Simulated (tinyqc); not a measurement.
What moves the results: phonon-assisted absorption at an indirect gap. A value that a table varies takes the place of the one given here.

alpha(E) = sum_j A_j [N_j (E - Eg + w_j)^2 + (N_j + 1)(E - Eg - w_j)^2], each bracket counted only where its base is positive; N_j = 1/(exp(w_j/kB T) - 1). The first term absorbs a phonon and the second emits one; excitons and direct transitions are left out.

Photodiode (Gaertner form with a dead layer): QE = (1 - R) exp(-alpha xj) [1 - exp(-alpha W)/(1 + alpha L)], R = ((nr - 1)/(nr + 1))^2; responsivity = QE/E in A/W for E in eV.

Constants: kB = 8.617333262e-05 eV/K.

Inputs chosen for the exercise (loosely those of GaP at room temperature; Eg is not tied to T; not measured data): Eg = 2.276 eV (indirect gap, held fixed unless listed); w = (45.6, 13.6) meV (two zone-edge phonons); A = (6600, 1100) 1/(cm eV^2) (their strengths); T = 77 K; nr = 3.36 (refractive index); xj = 0.078 micrometre (dead layer at the surface); W = 0.51 micrometre (depleted width); L = 33 micrometre (minority diffusion length below it); E = 2.773 eV (photon energy).

## The square root of alpha at three temperatures

The gap is held fixed, so only the phonon occupations change.

sqrt(alpha) (1/cm^(1/2)):

| E - Eg (eV) | 4 K | 77 K | 600 K |
|---|---|---|---|
| -0.04 | 0.000 | 0.015 | 0.382 |
| -0.02 | 0.000 | 0.067 | 1.748 |
| 0.00 | 0.000 | 0.210 | 3.220 |
| 0.02 | 0.212 | 0.515 | 4.938 |
| 0.04 | 0.876 | 1.182 | 6.927 |
| 0.07 | 2.726 | 3.029 | 10.473 |
| 0.10 | 5.267 | 5.588 | 14.658 |
| 0.15 | 9.613 | 10.006 | 22.079 |
| 0.20 | 13.984 | 14.464 | 29.695 |
| 0.30 | 22.746 | 23.409 | 45.116 |
| 0.45 | 35.901 | 36.845 | 68.400 |
| 0.60 | 49.059 | 50.288 | 91.743 |

Below the gap only phonon absorption acts: at E - Eg = -0.02 eV sqrt(alpha) is 0.000, 0.067 and 1.748 at 4, 77 and 600 K. A straight line through the last two rows meets the axis at E - Eg = +0.0408, +0.0389 and +0.0105 eV: the intercept is roughly a weighted mean of the thresholds, not the gap, and it moves from the emission side towards Eg as the occupations grow. At the last row alpha grows by a factor 3.50 from the lowest to the highest temperature at fixed gap.

## Spectral response

Response:

| E (eV) | wavelength (nm) | alpha (1/cm) | 1/alpha (micrometre) | dead layer | collected | QE | A/W |
|---|---|---|---|---|---|---|---|
| 2.30 | 539 | 0.400 | 2.50e+04 | 1.000 | 0.001 | 0.001 | 0.000 |
| 2.34 | 530 | 6.51 | 1.54e+03 | 1.000 | 0.021 | 0.015 | 0.006 |
| 2.40 | 517 | 59.3 | 169 | 1.000 | 0.166 | 0.117 | 0.049 |
| 2.48 | 500 | 220 | 45.5 | 0.998 | 0.427 | 0.301 | 0.121 |
| 2.58 | 481 | 565 | 17.7 | 0.996 | 0.661 | 0.465 | 0.180 |
| 2.73 | 454 | 1.38e+03 | 7.22 | 0.989 | 0.833 | 0.582 | 0.213 |
| 2.93 | 423 | 3.04e+03 | 3.29 | 0.977 | 0.922 | 0.637 | 0.217 |
| 3.18 | 390 | 6.01e+03 | 1.66 | 0.954 | 0.965 | 0.651 | 0.205 |
| 3.48 | 356 | 1.09e+04 | 0.917 | 0.918 | 0.985 | 0.639 | 0.184 |
| 3.88 | 320 | 1.97e+04 | 0.508 | 0.858 | 0.994 | 0.603 | 0.155 |

QE is highest, 0.651, at 3.18 eV of those listed and the responsivity at 2.93 eV; reflection alone caps QE at 0.707. Near the gap weak absorption limits it (collected share 0.001); at the top the dead layer passes 0.858. Far above the gap the quadratic law and a constant index are only rough; in the real crystal direct transitions take over near 2.8 eV, so the rows above that understate alpha.

## What moves the response

At the energy E. Each row changes one parameter from the base and keeps the others.

Results:

| case | alpha (1/cm) | QE |
|---|---|---|
| base | 1686 | 0.6002 |
| Eg = 2.256 eV | 1836 | 0.6071 |
| T = 127 K | 1874 | 0.6086 |
| W = 1.02 micrometre | 1686 | 0.6082 |
| L = 16.5 micrometre | 1686 | 0.5284 |
| xj = 0.156 micrometre | 1686 | 0.5924 |
| nr = 3.53 | 1686 | 0.5841 |

The largest shifts from the base row, up to three for each result and ties (the steps differ in size, so this ranks the rows, not the parameters). alpha (1/cm): T +189, Eg +150; unchanged at the printed digits by W, L, xj and nr. QE: L -0.0718, nr -0.0161, T +0.0084.

Run: tinyqc, `OMP_NUM_THREADS=1 python tinyqc.py 1651949 1651950 out.jsonl`; Intel(R) Xeon(R) Processor @ 2.30GHz, one thread, shared host; about 0.01 s of CPU time with all checks.
